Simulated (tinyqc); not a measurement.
Implant damage, amorphisation by cascade overlap, and solid-phase epitaxial regrowth: one step, computed by the program tinyqc. Command: `OMP_NUM_THREADS=1 python tinyqc.py 3112159 3112160 out.jsonl sper walk`. One thread of a shared host (Intel(R) Xeon(R) Processor @ 2.30GHz), about 0.01 s of CPU time with the checks.

Range and width of the damage are inputs. Dynamic annealing enters only through the surviving share f.

Task: Damage left below the interface. Displaced atoms per area beyond the lower edge z2: f nu Q (1/2) erfc((z2 - R_d)/(sqrt2 s_d)); they are not removed by regrowth.

Inputs (values chosen for the exercise, modelled on fluorine ions in silicon):
```
quantity                           value    unit
depth of the damage peak R_d          11      nm
width of the damage profile s_d      5.2      nm
share of defects that survive f     0.56       -
dose Q                           2.6e+14  1/cm^2
```

lower edge = 17.42898 nm

displacements per ion nu = 115.1151

Give: share of the damage beyond z2; displaced atoms beyond z2.

Result:

share of the damage beyond z2 = 0.1082

displaced atoms beyond z2 = 1.813e+15 1/cm^2
